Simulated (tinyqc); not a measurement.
## ESD clamp with bipolar snapback, compact model and design window: effect of the substrate resistance

The drain junction multiplies the current that enters it: Igen = (M - 1)(Ic + I0), M = 1/(1 - (Vj/BV)^n). The generated holes leave through the substrate resistance and the base of the parasitic npn: Igen = Vb/Rb + Ic/be, Ic = Is exp(Vb/Vt). Terminal current I = Ic + I0 + Igen and voltage V = Vj + I Ro, per width. Isothermal, constant gain.

For given Vb: Ic, Igen, M = 1 + Igen/(Ic + I0), Vj = BV (1 - 1/M)^(1/n), I and V. Vt1 is the maximum of V along the curve, Vh the following minimum, Vt2 the voltage at I = It2. It1 and Ih are the currents at Vt1 and Vh.

Inputs (values chosen for the exercise); values close to those of grounded-gate n-channel clamps: temperature T = 300 K; junction breakdown voltage BV = 6.4 V; exponent of the multiplication n = 3.8; current gain of the parasitic npn be = 11.7; saturation current Is = 5.1e-17 A/um; junction leakage I0 = 1.2e-12 A/um; drain ballast and contact resistance Ro = 160 ohm um; failure current for 100 ns It2 = 5.3 mA/um.

Constants: q = 1.602176634e-19 C, kB = 1.380649e-23 J/K, Vt = kB T/q. Results are converted to the units shown.

Effect of the substrate resistance:
```
Rb (ohm um),Vt1 (V),It1 (uA/um),Vh (V),Ih (uA/um),Vt2 (V),Vt2 - Vt1 (V)
810,6.521,791.5,5.318,5021,5.320,-1.201
1700,6.454,352.0,4.774,3896,4.822,-1.631
3800,6.422,145.7,4.327,2867,4.485,-1.937
8100,6.410,63.23,4.019,2094,4.308,-2.102
17000,6.404,27.74,3.800,1510,4.216,-2.188
38000,6.402,11.25,3.631,1042,4.168,-2.234
81000,6.401,4.764,3.522,726.9,4.146,-2.255
```

As Rb goes from 810 to 81000 ohm um, Vt1 falls from 6.52 to 6.40 V, It1 falls from 791 to 4.76 uA/um, Vh falls from 5.32 to 3.52 V and Vt2 falls from 5.32 to 4.15 V. Vt2 exceeds Vt1, the condition for all fingers to turn on, in 0 of the 7 rows. It1 goes as Rb^(-1.11); the product It1 Rb, close to the base voltage at the trigger, goes from 0.641 to 0.386 V.

tinyqc, about 0.01 s, one thread, Intel Xeon 2.30GHz (shared host): `OMP_NUM_THREADS=1 python tinyqc.py 2670134 2670135 out.jsonl`
